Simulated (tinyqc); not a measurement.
Deep-level transient spectroscopy: the DLTS spectrum.

Schottky contact on an n-type layer with shallow donors Nd (all ionised) and a donor-like deep trap, neutral when filled and positive when empty; depletion approximation. Traps within lam of the depletion edge stay filled. A long pulse to Vp fills the traps beyond x1 = Wp - lam; back at Vr those between x1 and x2 = Wr - lam emit. A rate window reads S = C(t2) - C(t1).

Emission rate en = sn vth(T) Nc(T) exp(-Et/kB T) = sn g T^2 exp(-Et/kB T), g = vth Nc/(300 K)^2, as vth goes as T^0.5 and Nc as T^1.5 (degeneracy factor 1). lam = sqrt(2 eps0 eps_r (EF - ET)/(q Nd)), EF - ET = Et - (kB T/q) ln(Nc(T)/Nd), Nc(T) = Nc (T/300 K)^1.5. In the steady state at the band bending V, 2 eps0 eps_r V/q = Nd W^2 + Nt (W - lam)^2 (the second term only if W > lam). W(t)^2 = Wr^2 + (Nt/Nd)(x2^2 - x1^2) exp(-en t), C = eps0 eps_r/W; for small Nt, dC/C = -(Nt/2 Nd) G exp(-en t) with G = (x2^2 - x1^2)/Wr^2. For an exponential transient S peaks where en = ew = ln(t2/t1)/(t2 - t1).

Inputs (values chosen for the exercise); material values close to those of indium phosphide: relative permittivity eps_r = 12.3; conduction-band density of states at 300 K Nc = 5.76e17 cm^-3; thermal velocity at 300 K vth = 4e7 cm/s; shallow donor density Nd = 1.8e15 cm^-3; built-in voltage Vbi = 0.62 V; depth of the trap below the conduction edge Et = 0.3 eV; capture cross-section sn = 4.8e-14 cm^2; trap density Nt = 4e12 cm^-3; reverse bias Vr = 6.7 V; reverse bias during the filling pulse Vp = 0.2 V; first sampling time t1 = 1 ms; second sampling time t2 = 2.5 ms.

Constants: q = 1.602176634e-19 C, kB = 1.380649e-23 J/K, eps0 = 8.8541878128e-14 F/cm where lengths are in cm. Results are converted to the units shown.

Result of one run:

| T (K) | en (1/s) | S (pF/cm^2) |
|---|---|---|
| 173 | 670.00 | 1.0915 |

What becomes of these results when the temperature of the transient T is changed from 173 to 184 K, all else the same?

Result of the changed run:

| T (K) | en (1/s) | S (pF/cm^2) |
|---|---|---|
| 184 | 2524.0 | 0.26499 |

The whole series:

| T (K) | en (1/s) | S (pF/cm^2) |
|---|---|---|
| 145 | 9.6625 | 0.047316 |
| 150 | 23.020 | 0.11036 |
| 156 | 60.792 | 0.27360 |
| 162 | 149.83 | 0.57968 |
| 167 | 302.98 | 0.90475 |
| 173 | 670.00 | 1.0915 |
| 179 | 1408.1 | 0.72571 |
| 184 | 2524.0 | 0.26499 |
| 190 | 4891.5 | 0.025464 |
| 195 | 8242.2 | 8.9536e-4 |
| 201 | 14922 | 1.1282e-6 |
| 207 | 26145 | 1.4889e-11 |

S goes from 0.0473 through a maximum of 1.09 (at T = 173 K among the rows listed) to 1.49e-11 pF/cm^2; en equals ew = 611 1/s at 172.3 K. Colder, the trap has hardly emitted by t2; warmer, it is empty before t1. Rows above half of the largest S span 162 to 179 K.

tinyqc, about 0.01 s, one thread, Intel Xeon 2.30GHz (shared host): `OMP_NUM_THREADS=1 python tinyqc.py 2050173 2050174 out.jsonl`
